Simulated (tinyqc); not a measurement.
Charge state against the Fermi level: deep level with several charge states.

Energies from Ev. The defect has charge states +1, 0, -1 with weights 1, gm exp((EF - E1)/kT), exp((2 EF - E1 - E2)/kT); the shares are the weights over their sum. Boltzmann carriers: n = Nc exp((EF - Eg)/kT), p = Nv exp(-EF/kT). Neutrality: p - n + Nd + Nt <q> = 0.

Constants: kB = 8.617333262e-05 eV/K.

Parameters, chosen for this exercise (gap and densities of states near those of Ge at this temperature; shifted at random, so the results belong to these values and not to a real crystal): E1 = 0.255 eV (level (+1/0) above Ev); E2 = 0.456 eV (level (0/-1) above Ev); gm = 1 (degeneracy of the middle state, the others 1); T = 300 K.

Shares:

| EF (eV) | +1 | 0 | -1 | <q> |
|---|---|---|---|---|
| 0.039 | 1.000 | 0.000 | 0.000 | 1.000 |
| 0.091 | 0.998 | 0.002 | 0.000 | 0.998 |
| 0.195 | 0.911 | 0.089 | 0.000 | 0.911 |
| 0.247 | 0.577 | 0.423 | 0.000 | 0.577 |
| 0.299 | 0.154 | 0.844 | 0.002 | 0.152 |
| 0.350 | 0.024 | 0.960 | 0.016 | 0.008 |
| 0.402 | 0.003 | 0.887 | 0.110 | -0.107 |
| 0.454 | 0.000 | 0.519 | 0.481 | -0.480 |
| 0.506 | 0.000 | 0.126 | 0.874 | -0.874 |
| 0.558 | 0.000 | 0.019 | 0.981 | -0.981 |
| 0.610 | 0.000 | 0.003 | 0.997 | -0.997 |

Give the missing row, EF (eV) = 0.143.

Computed row:
```
EF (eV)     +1      0     -1    <q>
0.143    0.987  0.013  0.000  0.987
```

Where the levels are several kT apart the middle state rules between about E1 - kT ln gm = 0.255 and E2 + kT ln gm = 0.456 eV; its largest share listed is 0.960. Each step spreads from 10 % to 90 % over 4.4 kT = 0.114 eV.

Run: tinyqc, `OMP_NUM_THREADS=1 python tinyqc.py 1682168 1682169 out.jsonl`; Intel(R) Xeon(R) Processor @ 2.30GHz, one thread, shared host; about 0.01 s of CPU time with all checks.
